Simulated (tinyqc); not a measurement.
Through the transition: BHZ model on a square lattice (one spin block).

h(k) = e0 + d.s with s the Pauli matrices in the basis (E, H), k in units of 1/a: dx = (A/a) sin kx, dy = (A/a) sin ky, dz = M - (2B/a^2)(2 - cos kx - cos ky), e0 = -(2D/a^2)(2 - cos kx - cos ky). The other spin block is h*(-k). For small k this is the continuum model with dz = M - B k^2.

Parameters, chosen for this exercise (of the size used for HgTe wells; the results hold for these values, not for the real material): A = 3.85 eV angstrom; B = -69.6 eV angstrom^2; D = -53.2 eV angstrom^2; a = 50 angstrom (grid spacing).

M is varied. Direct gap at Gamma 2|M|; smallest direct gap on kx = 0 to 1 in steps of 0.01; nu = 1 for M/B > 0, else 0; middle gap of a ribbon of 40 rows at kx = 0 (block (A/a) sy/(2i) + (B/a^2) sz + D/a^2 between rows, hard walls).

Against M (meV):

| M | 2\|M\| | smallest direct gap | nu | ribbon gap |
|---|---|---|---|---|
| -40 | 80.0 | 80.00 | 1 | 0.000 |
| -25 | 50.0 | 50.00 | 1 | 0.004 |
| -15 | 30.0 | 30.00 | 1 | 0.114 |
| -8 | 16.0 | 16.00 | 1 | 0.835 |
| -3 | 6.0 | 6.00 | 1 | 2.980 |
| 3 | 6.0 | 6.00 | 0 | 10.115 |
| 8 | 16.0 | 16.00 | 0 | 18.722 |
| 15 | 30.0 | 30.00 | 0 | 31.903 |
| 30 | 60.0 | 60.00 | 0 | 61.240 |

With B < 0, negative M is inverted. There edge states cross the bulk gap: the ribbon gap is 0.004 against 50.0 meV at M = -25 meV, and 2.980 against 6.0 at -3 meV, while for positive M confinement raises it above 2|M| (31.90 against 30 meV at M = 15 meV). The smallest direct gap stays at Gamma on all rows.

Run: tinyqc, `OMP_NUM_THREADS=1 python tinyqc.py 1450146 1450147 out.jsonl`; Intel(R) Xeon(R) Processor @ 2.30GHz, one thread, shared host; about 0.1 s of CPU time with all checks.
